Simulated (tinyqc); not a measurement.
Band filling: full bands against the rectangular model: Slater-Koster d bands of an fcc metal.

Slater-Koster d bands. For a bond with direction cosines (l, m, n) the 5 x 5 block is dds Ps + ddp Pp + ddd (1 - Ps - Pp), the projectors on sigma, pi and delta states about the bond; for instance <xy|xy> = 3 l^2 m^2 dds + (l^2 + m^2 - 4 l^2 m^2) ddp + (n^2 + l^2 m^2) ddd, <xy|yz> = 3 l m^2 n dds + l n (1 - 4 m^2) ddp + l n (m^2 - 1) ddd and <3z2-r2|3z2-r2> = (n^2 - (l^2 + m^2)/2)^2 dds + 3 n^2 (l^2 + m^2) ddp + (3/4)(l^2 + m^2)^2 ddd. H(k) sums the blocks times cos(k.R) over the neighbours; the d level is the zero of energy; k in 2 pi/a.

Neighbours: twelve at (a/2)(1,1,0) and equivalents.

Mesh: k = f1 b1 + f2 b2 + f3 b3 with fractions (j + 1/2)/N, j = 0 to N - 1, and b = (-1,1,1), (1,-1,1), (1,1,-1) for fcc, (0,1,1), (1,0,1), (1,1,0) for bcc, unit vectors for simple cubic. The lowest Nd/10 of all levels are filled with two electrons each; the bond energy is their sum per atom.

Values chosen for the exercise (of the size met in Ni; the results hold for these values, not for the real material):
- dds = -0.443 eV (dd sigma)
- ddp = 0.261 eV (dd pi)
- ddd = -0.062 eV (dd delta)
- N = 8 (mesh)

W = sqrt(12 mu2) with mu2 the mean square level on the mesh; rectangular model: Fermi level W (Nd/10 - 1/2), bond energy -W Nd (10 - Nd)/20. The Fermi level of the mesh is the highest filled level.

Per atom (eV):
```
Nd  EF, bands  bond energy, bands  EF, rectangle  bond energy, rectangle
1      -1.208              -1.487         -1.252                  -1.409
2      -0.936              -2.560         -0.939                  -2.504
3      -0.655              -3.358         -0.626                  -3.287
4      -0.314              -3.846         -0.313                  -3.756
5       0.072              -3.960          0.000                  -3.913
6       0.431              -3.710          0.313                  -3.756
7       0.664              -3.146          0.626                  -3.287
8       0.940              -2.337          0.939                  -2.504
9       1.163              -1.276          1.252                  -1.409
```

W = 3.130 eV
full width on the mesh = 3.531 eV

The bond energy is deepest at Nd = 5 (-3.960 eV); the rectangle has its minimum at 5. The two differ most at Nd = 8, by 0.167 eV or 4 % of the deepest value: the second moment fixes the parabola, and higher moments the rest. At Nd = 3 and 7 the bands give -3.358 and -3.146 eV, a skew towards less than half filling.

Program tinyqc; command `OMP_NUM_THREADS=1 python tinyqc.py 1451163 1451164 out.jsonl`; about 0.05 s on one thread of a shared Intel(R) Xeon(R) Processor @ 2.30GHz.
